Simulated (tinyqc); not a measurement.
Worked calculation: MP2 on RHF in the sto-6g basis, for H4, spin multiplicity 1. Computed by tinyqc, a small Python program that keeps every step (integrals from PySCF). Settings: charge = 0, multiplicity = 1, basis = sto-6g, method = RHF, energy threshold = 1e-10, iteration cap = 88, orthogonalisation = symmetric, start = core, DIIS depth = 6. Command: `OMP_NUM_THREADS=1 python tinyqc.py 21376 21377 out.jsonl` (the two numbers bound the seeds that draw the settings). One thread of a shared host (Intel(R) Xeon(R) Processor @ 2.60GHz), about 0.1 s of CPU time with the checks. The early iterations of the SCF are left out here.

## One-electron integrals

Geometry (angstrom):
```
atom         x         y         z
H     0.000000  0.000000  0.000000
H     0.000000  0.000000  0.850000
H     0.000000  0.000000  2.329000
H     0.000000  0.000000  3.179000
```

Basis sto-6g: exponents (1/bohr^2) and contraction coefficients of normalised primitives:
```
element  l (shell)   exponent  coefficient
H            s (1)  35.523221     0.009164
H            s (1)   6.513144     0.049361
H            s (1)   1.822143     0.168538
H            s (1)   0.625955     0.370563
H            s (1)   0.243077     0.416492
H            s (1)   0.100112     0.130334
```

Overlap, kinetic and nuclear-attraction integrals over the contracted functions; the nuclear repulsion is the sum of Za Zb / Rab.

nuclear repulsion = 2.22380144 hartree

overlap S, lower triangle:
```
          1H 1s     2H 1s     3H 1s     4H 1s
1H 1s  1.000000
2H 1s  0.588683  1.000000
3H 1s  0.069864  0.264683  1.000000
4H 1s  0.015664  0.069864  0.588683  1.000000
```

kinetic energy T (hartree), lower triangle:
```
           1H 1s      2H 1s     3H 1s     4H 1s
1H 1s   0.768522
2H 1s   0.175147   0.768522
3H 1s  -0.011415   0.011110  0.768522
4H 1s  -0.004452  -0.011415  0.175147  0.768522
```

nuclear attraction V (hartree), lower triangle:
```
           1H 1s      2H 1s      3H 1s      4H 1s
1H 1s  -2.221088
2H 1s  -1.291115  -2.410861
3H 1s  -0.133367  -0.528871  -2.410861
4H 1s  -0.028679  -0.133367  -1.291115  -2.221088
```

core Hamiltonian H = T + V (hartree), lower triangle:
```
           1H 1s      2H 1s      3H 1s      4H 1s
1H 1s  -1.452566
2H 1s  -1.115968  -1.642339
3H 1s  -0.144782  -0.517760  -1.642339
4H 1s  -0.033131  -0.144782  -1.115968  -1.452566
```

## Two-electron integrals

Functions are numbered as in S; the eight-fold symmetry (ij|kl) = (ji|kl) = (kl|ij) leaves the list below.

Two-electron integrals (ij|kl) in chemists' order, unique and non-zero (hartree):
```
(11|11) 0.774999   (21|11) 0.383823   (21|21) 0.230297   (22|11) 0.529468
(22|21) 0.383823   (22|22) 0.774999   (31|11) 0.029814   (31|21) 0.019980
(31|22) 0.038298   (31|31) 0.002320   (32|11) 0.088835   (32|21) 0.066241
(32|22) 0.142635   (32|31) 0.009197   (32|32) 0.039918   (33|11) 0.226973
(33|21) 0.164061   (33|22) 0.350207   (33|31) 0.029814   (33|32) 0.142635
(33|33) 0.774999   (41|11) 0.005500   (41|21) 0.003719   (41|22) 0.007214
(41|31) 0.000469   (41|32) 0.001924   (41|33) 0.007214   (41|41) 0.000101
(42|11) 0.019312   (42|21) 0.014092   (42|22) 0.029814   (42|31) 0.002083
(42|32) 0.009197   (42|33) 0.038298   (42|41) 0.000469   (42|42) 0.002320
(43|11) 0.113621   (43|21) 0.079631   (43|22) 0.164061   (43|31) 0.014092
(43|32) 0.066241   (43|33) 0.383823   (43|41) 0.003719   (43|42) 0.019980
(43|43) 0.230297   (44|11) 0.166453   (44|21) 0.113621   (44|22) 0.226973
(44|31) 0.019312   (44|32) 0.088835   (44|33) 0.529468   (44|41) 0.005500
(44|42) 0.029814   (44|43) 0.383823   (44|44) 0.774999
```

## Orthogonalisation

S = U s U^T; symmetric (Loewdin) form X = U s^(-1/2) U^T, so that X^T S X = 1.

eigenvalues of S: 0.326276  0.469960  1.393377  1.810387

X, lower triangle:
```
           1H 1s      2H 1s      3H 1s     4H 1s
1H 1s   1.180462
2H 1s  -0.395405   1.219424
3H 1s   0.043884  -0.184921   1.219424
4H 1s  -0.013037   0.043884  -0.395405  1.180462
```

## Iteration 5 (converged): orbitals

converged F (hartree), lower triangle:
```
           1H 1s      2H 1s      3H 1s      4H 1s
1H 1s  -0.314710
2H 1s  -0.547943  -0.339254
3H 1s  -0.087790  -0.208014  -0.339254
4H 1s  -0.011225  -0.087790  -0.547943  -0.314710
```

Diagonalise F' = X^T F X, C = X C', fill 2 alpha and 2 beta electrons from the bottom; D = 2 C_occ C_occ^T. Each column has its largest component positive (the first on a tie).

F' = X^T F X (hartree), lower triangle:
```
           1          2          3         4
1   0.017415
2  -0.566770   0.043383
3   0.053207  -0.206973   0.043383
4  -0.007472   0.053207  -0.566770  0.017415
```

orbital energies (hartree): MO1 -0.597665, MO2 -0.492522, MO3 0.444018, MO4 0.767765

coefficients C:
```
            MO1        MO2        MO3        MO4
1H 1s  0.343042   0.448905   0.790914  -0.779225
2H 1s  0.398222   0.397785  -0.662042   0.961429
3H 1s  0.398222  -0.397785  -0.662042  -0.961429
4H 1s  0.343042  -0.448905   0.790914   0.779225
```

D after iteration 5, lower triangle:
```
           1H 1s      2H 1s     3H 1s     4H 1s
1H 1s   0.638387
2H 1s   0.630350   0.633628
3H 1s  -0.083922   0.000696  0.633628
4H 1s  -0.167677  -0.083922  0.630350  0.638387
```

## Convergence

Stop when the energy changes by less than 1e-10 hartree and every element of the error matrix X^T (F D S - S D F) X is below 3e-06.

Course of the cycle:
```
iteration  E (hartree)     change  largest element of the error matrix
1          -2.10269705          -                             3.43e-01
2          -2.21166699  -1.09e-01                             6.90e-03
3          -2.21171971  -5.27e-05                             1.60e-03
4          -2.21172263  -2.91e-06                             1.56e-06
5          -2.21172263  -2.38e-12                             5.62e-07
```

PySCF RHF in the same basis = -2.21172263 hartree

Converged in 5 iterations.

## Integrals over molecular orbitals

(pq|rs) = sum C_ip C_jq C_kr C_ls (ij|kl), one index at a time.

one-electron integrals over orbitals h = C^T H C (hartree), lower triangle:
```
           1          2          3          4
1  -1.723678
2   0.000000  -1.621659
3   0.111271   0.000000  -1.111677
4   0.000000  -0.103386   0.000000  -0.892406
```

Two-electron integrals over orbitals (pq|rs), unique and non-zero (hartree):
```
(11|11) 0.448459    (21|21) 0.206812    (22|11) 0.442183    (22|22) 0.451584
(31|11) -0.041074   (31|22) -0.003532   (31|31) 0.103972    (32|21) 0.063133
(32|32) 0.098223    (33|11) 0.438896    (33|22) 0.440049    (33|31) -0.013091
(33|33) 0.457627    (41|21) 0.017689    (41|32) -0.076880   (41|41) 0.087484
(42|11) 0.051314    (42|22) 0.018447    (42|31) -0.101602   (42|33) 0.016131
(42|42) 0.106754    (43|21) -0.199132   (43|32) -0.064639   (43|41) -0.015015
(43|43) 0.212020    (44|11) 0.466310    (44|22) 0.460894    (44|31) -0.045075
(44|33) 0.472372    (44|42) 0.056183    (44|44) 0.509661
```

## Second-order Moller-Plesset energy

Hartree-Fock energy = -2.21172263 hartree

E2 = sum_ijab (ia|jb) [2 (ia|jb) - (ib|ja)] / (e_i + e_j - e_a - e_b) over occupied i, j and virtual a, b; the opposite-spin part is (ia|jb)^2 / denominator, the rest is same-spin, and SCS-MP2 scales them by 6/5 and 1/3.

Terms:
```
i  j  a  b    (ia|jb)    (ib|ja)  denominator       term
2  1  4  3  -0.101602  -0.076880    -2.301970  -0.005576
1  2  3  4  -0.101602  -0.076880    -2.301970  -0.005576
1  1  3  3   0.103972   0.103972    -2.083367  -0.005189
2  2  3  3   0.098223   0.098223    -1.873080  -0.005151
2  2  4  4   0.106754   0.106754    -2.520573  -0.004521
1  1  4  4   0.087484   0.087484    -2.730860  -0.002803
2  1  3  4  -0.076880  -0.101602    -2.301970  -0.001742
1  2  4  3  -0.076880  -0.101602    -2.301970  -0.001742
```

Pair energies (hartree; pair i-j sums ij and ji):
```
pair  opposite spin  same spin
1-1       -0.007991   0.000000
2-1       -0.014104  -0.000531
2-2       -0.009672   0.000000
```

MP2 correlation energy = -0.03229848 hartree

SCS-MP2 correlation energy = -0.03829795 hartree

MP2 total energy = -2.24402111 hartree
